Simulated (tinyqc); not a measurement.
From results back to parameters: statistics of electrons in three, two and one dimensions. Three cases, with inputs chosen for the exercise.

Problem. A sheet with one subband has n2 = (2/lambda^2) ln(1 + exp(eta)).

One band edge at E = 0, lambda = sqrt(4 pi c/(m1 kT)) with c = hbar^2/2m0. Densities with spin: n3 = (2/lambda^3) F_1/2(eta), n2 = (2/lambda^2) F_0(eta) with F_0 = ln(1 + exp(eta)), n1 = (2/lambda) F_-1/2(eta). F_j(eta) = (1/Gamma(j + 1)) integral_0^infinity x^j dx/(1 + exp(x - eta)), which tends to exp(eta) for eta << 0.

Constants: hbar^2/2m0 = 3.80998211 eV angstrom^2; kB = 8.617333262e-05 eV/K.

Find: n2 lambda^2/2; eta; EF above the subband edge.

Method. eta = ln(exp(n2 lambda^2/2) - 1), with n2 in 1/angstrom^2.

Case 1.

Values chosen (out of a larger set: near those of Si, lowest valleys alone; not measured data): m1 = 0.189 m0 (mass of one isotropic band with spin); T = 400 K.

n2 = 3.51446e+12 1/cm^2

Solution.

n2 lambda^2/2 = 1.2914
eta = 0.970
EF above the subband edge = 33.44 meV

Case 2.

Values chosen (out of a larger set: near those of GaN, lowest valleys alone; not measured data): m1 = 0.198 m0 (mass of one isotropic band with spin); T = 77 K.

n2 = 7.40932e+11 1/cm^2

Solution.

n2 lambda^2/2 = 1.3501
eta = 1.050
EF above the subband edge = 6.97 meV

Case 3.

Values chosen (out of a larger set: near those of InAs, lowest valleys alone; not measured data): m1 = 0.0259 m0 (mass of one isotropic band with spin); T = 305 K.

n2 = 1.05908e+12 1/cm^2

Solution.

n2 lambda^2/2 = 3.7244
eta = 3.700
EF above the subband edge = 97.25 meV

Computed by tinyqc, one run a case: `OMP_NUM_THREADS=1 python tinyqc.py N N+1 out.jsonl` with N = 1680791, 1680865, 1680984; one thread of a shared Intel(R) Xeon(R) Processor @ 2.30GHz, about 0.01 s a run at most.
